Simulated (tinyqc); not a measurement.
Deformation-potential model of the L valleys of a conduction band, step by step. Values are carried at full precision from step to step, so a last printed digit may differ when a step is redone from the rounded ones.

s11 = (C11 + C12)/((C11 - C12)(C11 + 2 C12)), s12 = -C12/((C11 - C12)(C11 + 2 C12)), s44 = 1/C44; exx = s11 sxx + s12 (syy + szz) and cyclic, exy = s44 sxy/2; tension is positive. A uniaxial stress X along the unit vector n is s_ij = X n_i n_j.

Constants: kB = 8.617333262e-05 eV/K; hbar^2/2m0 = 3.80998211 eV angstrom^2.

Values chosen for the exercise (near those of Ge; the results hold for these values, not for the real material): C11 = 121.5 GPa; C12 = 48.9 GPa; C44 = 65.3 GPa; load = uniaxial [110] (kind of stress); X = 0.76 GPa (stress); Xd = -5.97 eV (dilation potential); Xu = 15.71 eV (uniaxial potential); T = 350 K (temperature); ml = 1.617 m0 (longitudinal mass); mt = 0.081 m0 (transverse mass).

## Strain from a uniaxial [110] stress

Form the compliances and the strain.

s11, s12, s44 (1/TPa): 10.7027  -3.0714  15.3139

strain tensor:
```
          x         y          z
x  0.002900  0.002910   0.000000
y  0.002910  0.002900   0.000000
z  0.000000  0.000000  -0.002334
```

## Valley shifts

Valleys with axes along [111], [1-1-1], [-11-1] and [-1-11], one whole valley each. Herring-Vogt shift of a valley with unit axis a: dE = Xd tr(e) + Xu a.e.a. Non-degenerate shares n_i = exp(-dE_i/kT)/sum_j exp(-dE_j/kT). Inverse mass tensor of a valley: (1 - a a)/mt + a a/ml; the masses are taken as independent of strain.

Apply the Herring-Vogt formula to each valley.

Xd tr(e) = -20.69 meV

a.e.a: [111] 0.003095, [1-1-1] -0.000785, [-11-1] -0.000785, [-1-11] 0.003095

shifts dE (meV): [111] 27.93, [1-1-1] -33.02, [-11-1] -33.02, [-1-11] 27.93

The lowest valleys are [1-1-1] and [-11-1], 60.9 meV below the highest; the mean shift over all valleys is (Xd + Xu/3) tr(e) = -2.54 meV.

## Shares of the electrons

Boltzmann factors of the shifts.

kT = 30.161 meV

shares: [111] 0.0585, [1-1-1] 0.4415, [-11-1] 0.4415, [-1-11] 0.0585

effective number of valley axes, 1/(largest share) = 2.265

## Conductivity mass tensor

With one scattering time for all valleys the conductivity goes as M = sum_i n_i (inverse mass tensor of valley i); along the unit vector u, 1/m_c = u.M.u. Without stress 1/m_c = (1/ml + 2/mt)/3. Take u along [1-10].

M (1/m0):
```
       x      y      z
x  8.437  2.994  0.000
y  2.994  8.437  0.000
z  0.000  0.000  8.437
```

m_c along [1-10] = 0.1837 m0
m_c without stress = 0.1185 m0

The repopulation alone changes the mobility along [1-10] by -35.5 %; with all electrons in the valleys lightest or heaviest along this direction it would change by +46 or -46 %.

## Effective density of states

Each of the 4 whole valleys has m_d = (ml mt^2)^(1/3) and N = 2 (m_d kT/(4 pi c))^(3/2), c = hbar^2/2m0. Counted from the lowest edge, Nc = N x sum_i exp(-(dE_i - dE_min)/kT). 1 angstrom^-3 = 1e24 cm^-3.

m_d = 0.2197 m0
N of one valley = 3.257e+18 cm^-3
Nc under stress = 7.378e+18 cm^-3
Nc without stress = 1.303e+19 cm^-3

## Piezoresistance from repopulation

For small stress d(rho)/rho = pi X. For valleys on the <111> axes pi11 = pi12 = 0 and pi44 = -Xu s44/(3 kT) x (K - 1)/(2K + 1), K = ml/mt. For stress along [110]: pi_l = (pi11 + pi12 + pi44)/2 with the current along it and pi_t = (pi11 + pi12 - pi44)/2 with the current along [1-10]. 1/GPa = 100 x 1e-11/Pa.

K = 19.963

pi11, pi12, pi44 (1e-11/Pa): 0.0  0.0  -123.2

pi_l, pi_t for [110] (1e-11/Pa): -61.6  61.6

Only the transfer between valleys is counted; changes of mass and of intervalley scattering add to it in a real crystal.

## Checks

- Conductivity mass at zero stress against 3/(1/ml + 2/mt): both 0.1185312.
- Piezoresistance coefficients by finite differences against the closed form: largest difference 2.6e-09.

tinyqc: `OMP_NUM_THREADS=1 python tinyqc.py 1050873 1050874 out.jsonl`; about 0.02 s, one thread, shared Intel(R) Xeon(R) Processor @ 2.30GHz.
